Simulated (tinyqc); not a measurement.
Inside a calculation. Method: extended Hueckel theory, for H6. Computed by tinyqc, a small Python program that keeps every step (integrals from PySCF). Settings: charge = 0, K = 1.5, multiplicity = 1. Command: `OMP_NUM_THREADS=1 python tinyqc.py 30170 30171 out.jsonl` (the two numbers bound the seeds that draw the settings). One thread of a shared host (Intel(R) Xeon(R) Processor @ 2.60GHz), about 0.01 s of CPU time with the checks.

## Overlaps

Geometry (angstrom):
```
atom         x         y         z
H     0.000000  0.000000  0.000000
H     0.000000  0.000000  0.835000
H     0.000000  0.000000  1.986000
H     0.000000  0.000000  2.821000
H     0.000000  0.000000  3.971000
H     0.000000  0.000000  4.806000
```

Parameters chosen for this run:
```
element  shell  Slater exponent   H_ii (eV)
H           1s         1.300000  -13.600000
```

Slater orbitals, each expanded in six Gaussians scaled to its exponent.

overlap S:
```
          1H 1s     2H 1s     3H 1s     4H 1s     5H 1s     6H 1s
1H 1s  1.000000  0.572631  0.105043  0.023415  0.002339  0.000361
2H 1s  0.572631  1.000000  0.384070  0.105043  0.012817  0.002339
3H 1s  0.105043  0.384070  1.000000  0.572631  0.105222  0.023459
4H 1s  0.023415  0.105043  0.572631  1.000000  0.384595  0.105222
5H 1s  0.002339  0.012817  0.105222  0.384595  1.000000  0.572631
6H 1s  0.000361  0.002339  0.023459  0.105222  0.572631  1.000000
```

## Wolfsberg-Helmholz matrix

diagonal H_ii (eV): 1H 1s -13.600000, 2H 1s -13.600000, 3H 1s -13.600000, 4H 1s -13.600000, 5H 1s -13.600000, 6H 1s -13.600000

K = 1.500000

H_ij = K' S_ij (H_ii + H_jj)/2 for i != j (the diagonal keeps H_ii), with K' = 1.5.

H (eV):
```
            1H 1s       2H 1s       3H 1s       4H 1s       5H 1s       6H 1s
1H 1s  -13.600000  -11.681681   -2.142880   -0.477667   -0.047721   -0.007369
2H 1s  -11.681681  -13.600000   -7.835030   -2.142880   -0.261476   -0.047721
3H 1s   -2.142880   -7.835030  -13.600000  -11.681681   -2.146528   -0.478567
4H 1s   -0.477667   -2.142880  -11.681681  -13.600000   -7.845731   -2.146528
5H 1s   -0.047721   -0.261476   -2.146528   -7.845731  -13.600000  -11.681681
6H 1s   -0.007369   -0.047721   -0.478567   -2.146528  -11.681681  -13.600000
```

## Orbitals

valence electrons = 6

Solve H C = S C e through S^(-1/2); fill by pairs from the bottom, a degenerate level sharing its electrons equally; each orbital has its largest coefficient positive (the first on a tie).

orbital energies (eV): -17.059626  -16.199451  -14.636174  -7.754962  -2.038418  5.998194

occupations: 2.000000  2.000000  2.000000  0.000000  0.000000  0.000000

coefficients:
```
            MO1        MO2        MO3        MO4        MO5        MO6
1H 1s  0.200661   0.376575   0.431832  -0.625605  -0.731109  -0.482794
2H 1s  0.282184   0.392015   0.230580   0.420634   0.862108   0.778222
3H 1s  0.354195   0.117673  -0.429009   0.601075  -0.273234  -1.048388
4H 1s  0.354373  -0.117512  -0.428678  -0.600882  -0.271932   1.049363
5H 1s  0.282661  -0.391414   0.230844  -0.420815   0.860802  -0.780266
6H 1s  0.201014  -0.376008   0.432288   0.625951  -0.729999   0.484017
```

sum of one-electron energies = -95.790501 eV

## Mulliken analysis

P = C n C^T; charge = valence electrons (H 1) minus the sum of (P S)_ii on the atom; overlap population = 2 sum P_ij S_ij between two atoms.

charges: 1H -0.063070, 2H 0.052801, 3H 0.010124, 4H 0.010402, 5H 0.052940, 6H -0.063197

Overlap populations:
```
pair      value
2-1    0.695903
3-1   -0.029359
3-2    0.072447
4-1   -0.014823
4-2   -0.018871
4-3    0.677070
5-1    0.000084
5-2   -0.001048
5-3   -0.018930
5-4    0.072621
6-1    0.000123
6-2    0.000084
6-3   -0.014873
6-4   -0.029417
6-5    0.695828
```
